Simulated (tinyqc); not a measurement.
Photoconductance decay in a wafer: bulk and surface recombination modes, and iron detection by pair splitting: one step, computed by the program tinyqc. Command: `OMP_NUM_THREADS=1 python tinyqc.py 3112257 3112258 out.jsonl pcd walk`. One thread of a shared host (Intel(R) Xeon(R) Processor @ 2.30GHz), about 0.01 s of CPU time with the checks.

Both faces of the wafer have the same S; injection is low and all coefficients are constant. x runs from -W/2 to W/2.

Problem. Decay rates of the even modes. Even modes cos(a x) obey b tan b = S W/(2 D) with b = a W/2, odd modes sin(a x) obey -b cot b = S W/(2 D); each decays at the rate 1/tau_b + D a^2.

Inputs (values chosen for the exercise, modelled on p-type silicon):

| quantity | value | unit |
|---|---|---|
| thickness W | 775 | micrometre |
| diffusivity D | 33.8 | cm^2/s |
| bulk lifetime tau_b without iron | 9.2 | microsecond |
| surface recombination velocity S | 92 | cm/s |

Give: the table «The first four even modes: b, surface rate and decay time» with the columns b_n, surface rate D a^2 (1/s), decay time (microsecond), for n = 0, 1, 2, 3.

Solution.

The first four even modes: b, surface rate and decay time:

| n | b_n | surface rate D a^2 (1/s) | decay time (microsecond) |
|---|---|---|---|
| 0 | 0.319 | 2.293e+03 | 9.010 |
| 1 | 3.175 | 2.269e+05 | 2.980 |
| 2 | 6.300 | 8.934e+05 | 0.998 |
| 3 | 9.436 | 2.004e+06 | 0.473 |
